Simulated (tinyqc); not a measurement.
From results back to parameters: interface roughness in a thin film (subband fluctuation and scattering). Three cases, with inputs chosen for the exercise.

Problem. The screened mobility was computed from a hidden rms height D.

Gaussian roughness spectrum S(q) = pi D^2 Lc^2 exp(-q^2 Lc^2/4). Degenerate gas, taken to fill one subband (the second starts to fill once c kF^2/md exceeds E2 - E1, which is not tested here): kF = sqrt(2 pi Ns/gv), q = 2 kF sin(theta/2), 1/tau = (md/(2 pi c hbar)) G^2 times the integral from 0 to pi of S(q)(1 - cos theta)/eps(q)^2 dtheta, eps(q) = 1 + qs/q with screening (qs = gv md q0/(c eps), q0 = e^2/(4 pi eps0), form factors left out, which overstates the screening; other scattering is left out too, so these values lie far above measured mobilities in all but the thinnest films) or 1 without; mobility = tau c2/md with c2 = e/m0 = 1.75882e15 cm^2/(V s^2); 1e12/cm^2 = 1e-4/angstrom^2.

Constants: hbar^2/2m0 = 3.80998211 eV angstrom^2; hbar = 6.58211957e-16 eV s; e^2/(4 pi eps0) = 14.39964547 eV angstrom.

Find: mobility for D = 1 angstrom; D.

Method. The mobility goes as 1/D^2, so D is the square root of the ratio. One value fixes only D^2 times a function of Lc; a second density is needed to part the two.

Case 1.

Values chosen (near those of a thin Si channel on (100), two-fold valleys; the results hold for these values, not for the real material): md = 0.193 m0 (mass in the plane); gv = 2 (valleys); Lc = 8 angstrom (correlation length); Ns = 4 x 1e12/cm^2 (sheet density); eps = 7.7 (mean dielectric constant at the channel).

G = |dE1/dt| = 8.0813 meV/angstrom
mobility = 48464.5 cm^2/(V s)

Solution.

mobility for D = 1 angstrom = 3.276e+05 cm^2/(V s)
D = 2.60 angstrom

Case 2.

Values chosen (near those of a thin Si channel on (100), two-fold valleys; the results hold for these values, not for the real material): md = 0.191 m0 (mass in the plane); gv = 2 (valleys); Lc = 48 angstrom (correlation length); Ns = 4.2 x 1e12/cm^2 (sheet density); eps = 7.6 (mean dielectric constant at the channel).

G = |dE1/dt| = 1.8063 meV/angstrom
mobility = 719685 cm^2/(V s)

Solution.

mobility for D = 1 angstrom = 1.619e+06 cm^2/(V s)
D = 1.50 angstrom

Case 3.

Values chosen (near those of a thin Si channel on (100), two-fold valleys; the results hold for these values, not for the real material): md = 0.188 m0 (mass in the plane); gv = 2 (valleys); Lc = 46 angstrom (correlation length); Ns = 0.84 x 1e12/cm^2 (sheet density); eps = 7.7 (mean dielectric constant at the channel).

G = |dE1/dt| = 8.1136 meV/angstrom
mobility = 36084.6 cm^2/(V s)

Solution.

mobility for D = 1 angstrom = 5.196e+04 cm^2/(V s)
D = 1.20 angstrom

Computed by tinyqc, one run a case: `OMP_NUM_THREADS=1 python tinyqc.py N N+1 out.jsonl` with N = 1282104, 1282180, 1282365; one thread of a shared Intel(R) Xeon(R) Processor @ 2.30GHz, about 0.01 s a run at most.
